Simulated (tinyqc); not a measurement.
# Dose and depth of a threshold implant

Problem. A sheet of D acceptors per cm^2 lies at depth xi inside the depleted layer of a body doped Na. In the depletion approximation VT = Vfb + f2 + q D/Cox + gamma sqrt(f2 + Vsb - q D xi/(eps0 eps_r)), gamma = sqrt(2 eps0 eps_r q Na)/Cox, Cox = eps0 eox/tox. Find gamma, D and xi.

Inputs (values chosen for the exercise); band and dielectric values close to those of silicon: relative permittivity eps_r = 11.6; acceptor density deep in the body Na = 1.7e16 cm^-3; relative permittivity of the gate insulator (close to aluminium oxide) eox = 9.01; insulator thickness tox = 13 nm; flat-band voltage Vfb = -0.41 V; band bending 2 phiF at threshold f2 = 0.728 V.

Constants: q = 1.602176634e-19 C, eps0 = 8.8541878128e-14 F/cm where lengths are in cm. Results are converted to the units shown.

VT against the source at Vsb = 0 and 1.3 V (V): [0.50153471, 0.57852716]

Answer. With y^2 = f2 - q D xi/(eps0 eps_r) and d the difference of the thresholds over gamma, sqrt(y^2 + Vsb) - y = d gives y = (Vsb - d^2)/(2 d). The first threshold then gives D, and y^2 gives xi.

gamma = 0.122 V^0.5
D = 3.70e11 cm^-2
xi = 38.0 nm

Computed by the program tinyqc: `OMP_NUM_THREADS=1 python tinyqc.py 2080023 2080024 out.jsonl`, one thread of a shared Intel Xeon 2.30GHz, about 0.3 s for the whole run.
